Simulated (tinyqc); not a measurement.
# Strain, valley repopulation and piezoresistance in a many-valley conduction band, step by step

A worked calculation. Computed by tinyqc, a small Python program that keeps every step. Command: `OMP_NUM_THREADS=1 python tinyqc.py 3006824 3006825 out.jsonl valleys walk`. One thread of a shared host (Intel(R) Xeon(R) Processor @ 2.30GHz), about 0.02 s of CPU time with the checks. Intermediate numbers are printed to about 6 digits and carried at full precision; extremes and crossings named in words are read from the listed rows.

Valleys are ellipsoids with mass m_l along the axis a and m_t across it, parabolic, with one constant relaxation time; strain shifts the valleys and leaves the masses alone. Currents are taken along [100], along the load, and along [010], across the load.

Inputs (values chosen for the exercise, modelled on silicon):

| quantity | value | unit |
|---|---|---|
| longitudinal mass m_l | 0.937 | m_0 |
| transverse mass m_t | 0.186 | m_0 |
| shear deformation potential Xi_u | 9.26 | eV |
| dilation deformation potential Xi_d | 1.1 | eV |
| C11 | 166 | GPa |
| C12 | 64.6 | GPa |
| C44 | 80.2 | GPa |
| stress X (tension positive) | 370 | MPa |
| electron density n | 3.3e+19 | 1/cm^3 |
| relaxation time tau | 300 | fs |
| temperature T | 77 | K |

Valley axes: <100> (6 valleys in 3 pairs). Load: uniaxial [100].

Constants: k_B = 8.617333262e-05 eV/K; m_0 = 9.1093837015e-31 kg; k_B = 1.380649e-23 J/K; hbar = 1.054571817e-34 J s; e = 1.602176634e-19 C.

## Strain

Compliances S11 = (C11 + C12)/((C11 - C12)(C11 + 2 C12)), S12 = -C12/((C11 - C12)(C11 + 2 C12)), S44 = 1/C44; stress sigma_ij = X n_i n_j for the unit vector n of the load; e_xx = S11 sigma_xx + S12 (sigma_yy + sigma_zz), e_xy = S44 sigma_xy/2 (tensor strain).

strain tensor (%):
```
          x          y          z
x  0.285041   0.000000   0.000000
y  0.000000  -0.079851   0.000000
z  0.000000   0.000000  -0.079851
```

## Valley shifts

Herring-Vogt shift of a valley with unit axis a: dE = Xi_d tr(e) + Xi_u a.e.a.

shifts dE (meV): x 27.7735, y -6.0155, z -6.0155

splitting (highest minus lowest) = 33.7890 meV

Lowest: y, z; the splitting is 5.09 k_B T.

## Populations

Each of the 6 valleys holds n_v = N_v (2/sqrt(pi)) F_1/2((E_F - dE_v)/(k_B T)), N_v = 2 (m_d k_B T/(2 pi hbar^2))^(3/2), m_d = (m_l m_t^2)^(1/3); E_F solves sum n_v = n and is counted from the unstrained edge. F_j(eta) = int_0^infinity x^j/(1 + exp(x - eta)) dx, without a gamma-function factor. It is evaluated after integrating by parts. Integrals over x = E/(k_B T) use 160 Gauss-Legendre points in u = sqrt(x) from 0 to sqrt(max(eta, 0) + 32).

Fermi level E_F = 37.4727 meV

share of the electrons (per pair): x 0.074680, y 0.462660, z 0.462660

## Mobility tensor and resistance change

Mobility tensor mu = e tau sum_v (n_v/n) [1/m_t + (1/m_l - 1/m_t) a a^T]; unstrained mu_0 = e tau (1/m_l + 2/m_t)/3; resistivity along d from the inverse tensor, rho_d = d.mu^-1.d/(n e), mobility along d = 1/(d.mu^-1.d); gauge pi_d = (rho_d/rho_0 - 1)/X.

mobility tensor (cm^2/(V s)):
```
         x        y        z
x  2667.01     0.00     0.00
y     0.00  1784.86     0.00
z     0.00     0.00  1784.86
```

unstrained mobility mu_0 = 2078.91 cm^2/(V s)

mobility along the first direction = 2667.01 cm^2/(V s)

mobility along the second direction = 1784.86 cm^2/(V s)

resistance change along the first direction = -22.0508 %

resistance change along the second direction = 16.4745 %

The mobility lies between e tau/m_l = 563 and e tau/m_t = 2840; the trace stays at 3 mu_0. Along the first direction the filled valleys present more of their light mass.

## Linear piezoresistance coefficients

With eta_0 the reduced Fermi level without strain, r = F_-1/2(eta_0)/(2 F_1/2(eta_0)) (1 for a classical gas) and c = r (Xi_u/k_B T) (m_l - m_t)/(2 m_l + m_t): pi11 = -(2/3) c (S11 - S12), pi12 = -pi11/2, pi44 = 0, with S11 - S12 = 1/(C11 - C12).

eta_0 = 5.20694

degeneracy factor r = 0.270031

pi11 = -90.3242 1e-11/Pa

pi12 = 45.1621 1e-11/Pa

pi44 = 0 1e-11/Pa

Degeneracy lowers the coefficients to 27 % of the classical value.

## Full result against the linear law

Linear theory: pi_l = pi11, pi_t = pi12.

Resistance changes (%); at 2000 MPa the strain is near or above 1 %, where band warping, left out here, matters:

| X (MPa) | splitting (meV) | largest share | first direction | linear | second direction | linear |
|---|---|---|---|---|---|---|
| -2000 | 182.643 | 1.000000 | 269.176 | 180.648 | -26.7165 | -90.3242 |
| -1000 | 91.321 | 0.995333 | 262.347 | 90.324 | -26.5791 | -45.1621 |
| -400 | 36.529 | 0.678004 | 60.504 | 36.130 | -15.8590 | -18.0648 |
| -150 | 13.698 | 0.460708 | 16.186 | 13.549 | -6.5118 | -6.7743 |
| -50 | 4.566 | 0.375082 | 4.785 | 4.516 | -2.2321 | -2.2581 |
| 50 | 4.566 | 0.353716 | -4.268 | -4.516 | 2.2800 | 2.2581 |
| 150 | 13.698 | 0.392520 | -11.462 | -13.549 | 6.9212 | 6.7743 |
| 400 | 36.529 | 0.469732 | -22.980 | -36.130 | 17.5334 | 18.0648 |
| 1000 | 91.321 | 0.499981 | -26.714 | -90.324 | 22.2884 | 45.1621 |
| 2000 | 182.643 | 0.500000 | -26.716 | -180.648 | 22.2915 | 90.3242 |

Along the first direction the linear law holds within 10 % for 2 of the 10 stresses, at -50.0, 50.0 MPa. At the largest compression the full change is +269.2 % against the linear +180.6 %, at the largest tension -26.7 % against -180.6 %: once the splitting is comparable with k_B T (or E_F) the populations no longer follow it linearly, and the change must saturate when the upper valleys are empty.

Checks made by the program: trace of the tensor against 3 mu_0 (relative difference below 1e-10); linear coefficients against the full calculation at 0.01 MPa (relative difference 1e-05).
